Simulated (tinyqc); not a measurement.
# Worked calculation: strained Delta valleys, repopulation and conductivity mass

Program tinyqc, `OMP_NUM_THREADS=1 python tinyqc.py 2530142 2530143 out.jsonl`; Intel Xeon 2.30GHz, shared host, one thread, about 0.01 s. Printed values are rounded.

A cubic crystal with three pairs of conduction valleys along x, y and z under uniaxial stress X along [001] (X > 0 is tension); current along [110]. Non-degenerate electrons, fixed total density, one relaxation time for all valleys and stresses, masses unchanged by strain, so the mobility goes as the mean inverse mass.

Inputs (values chosen for the exercise); values close to those of silicon:
```
symbol  value   unit                             meaning
T         273      K                         temperature
s11      7.53  1/TPa                          compliance
s12     -2.12  1/TPa                          compliance
s44      12.6  1/TPa                          compliance
Xu        8.7     eV         shear deformation potential
ml      0.938     m0                   longitudinal mass
mt      0.192     m0                     transverse mass
X       -1000    MPa  uniaxial stress (tension positive)
```

Constants: q = 1.602176634e-19 C, kB = 1.380649e-23 J/K, Vt = kB T/q. Results are converted to the units shown.

## Strain tensor

Stress s_ij = X a_i a_j with a the unit vector along [001]; strain e_ii = s11 s_ii + s12 (s_jj + s_kk), e_ij = s44 s_ij/2.

strain (%):
```
           x          y           z
x  0.2120000  0.0000000   0.0000000
y  0.0000000  0.2120000   0.0000000
z  0.0000000  0.0000000  -0.7530000
```

## Valley shifts and shares

Valley shift dE = Xu (n.e.n - trace(e)/3) with n the valley axis; share f proportional to exp(-dE/Vt).

```
valley   dE (meV)    share f
x        27.98500  0.0266875
y        27.98500  0.0266875
z       -55.97000  0.9466250
```

The splitting is 84.0 meV, 3.6 Vt.

## Conductivity mass and mobility

Inverse mass along the current d = [110]: (n.d)^2/ml + (1 - (n.d)^2)/mt; mu/mu0 = sum f (1/m) over the plain mean of 1/m.

1/m along d, valley x to z (1/m0): 3.137216  3.137216  5.208333
conductivity mass = 0.1961635 m0
unstrained value = 0.2612611 m0
mu/mu0 = 1.331854

The possible range, all electrons in one kind of valley, is 0.820 to 1.36.
